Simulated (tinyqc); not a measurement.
Strain-driven roughening and islands of a mismatched epitaxial film: one step, computed by the program tinyqc.

Film and substrate share isotropic elastic constants; the film is coherent and biaxially strained.

Question. Island nucleation. Shallow faceted island (Tersoff form): E = 4 Gam V^(2/3) tan^(1/3)(theta) - 6 c V tan(theta), Gam = gamma [x/sin(theta) - 1/tan(theta)], x the facet energy over gamma, c = stress^2 (1 - nu)/(2 pi G). The barrier is the maximum of E, at V_c = [4 Gam/(9 c)]^3 / tan^2(theta) (1 GPa nm = 1 J/m^2).

Inputs (values chosen for the exercise, modelled on Si(0.5)Ge(0.5) on Si):

| quantity | value | unit |
|---|---|---|
| shear modulus G | 55.9 | GPa |
| Poisson ratio nu | 0.24 | - |
| surface energy gamma | 1.14 | J/m^2 |
| contact angle of the shallow shape theta_1 | 13.7 | degrees |
| contact angle of the steep shape theta_2 | 24.3 | degrees |
| facet energy of shape 1 over gamma | 1.008 | - |
| facet energy of shape 2 over gamma | 0.9837 | - |

stress = 3.648211 GPa

Constants: e = 1.602176634e-19 C.

Give: c; Gam of shape 1; critical volume, shape 1; barrier, shape 1; Gam of shape 2; critical volume, shape 2; barrier, shape 2.

Answer.

c = 0.02880 GPa

Gam of shape 1 = 0.1755 J/m^2

critical volume, shape 1 = 334.1 nm^3

barrier, shape 1 = 43.91 eV

Gam of shape 2 = 0.2003 J/m^2

critical volume, shape 2 = 144.8 nm^3

barrier, shape 2 = 35.26 eV

The steep shape has the lower barrier. Each barrier is a third of the surface term at V_c and scales as Gam^3/c^2, that is as f^(-4).
